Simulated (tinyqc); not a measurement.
A ladder of methods, and size consistency: correlation methods against full CI in the sto-3g basis, for H2, spin multiplicity 1. Computed by the program tinyqc with PySCF. Command: `OMP_NUM_THREADS=1 python tinyqc.py 113648 113649 out.jsonl`; one thread of a shared host (Intel(R) Xeon(R) Processor @ 2.60GHz), about 0.4 s.

Geometry (angstrom):
```
atom       x       y       z
H     0.0000  0.0000  0.0000
H     0.0000  0.0000  0.9620
```

RHF energy of one = -1.076490 hartree

All electrons correlated; +Q is the Davidson correction (1 - c0^2) E_corr. The last columns treat two copies 100 angstrom apart as one system. FCI is the lowest singlet.

Correlation energies (hartree):
```
method   E_corr of one  share of FCI (%)  E_corr of two at 100 angstrom  two minus twice one (mhartree)
MP2          -0.019285           59.3786                      -0.038569                          0.0000
CISD         -0.032477          100.0000                      -0.063279                          1.6751
CISD+Q       -0.033359          102.7153                      -0.066463                          0.2550
CCSD         -0.032477          100.0000                      -0.064955                          0.0000
CCSD(T)      -0.032477          100.0000                      -0.064955                          0.0000
FCI          -0.032477          100.0000                              -                               -
```

MP2 recovers 59 %, CISD 100.0 % and CCSD 100.0 % of the FCI value (c0^2 = 0.973 in CISD). MP2 and coupled cluster are size consistent, so their last column vanishes; CISD loses 1.68 mhartree, since a double excitation on each copy is a quadruple of the pair, and the Davidson correction leaves +0.25. With two electrons, or one virtual orbital, CISD and CCSD are exact for one copy, so +Q overshoots there.
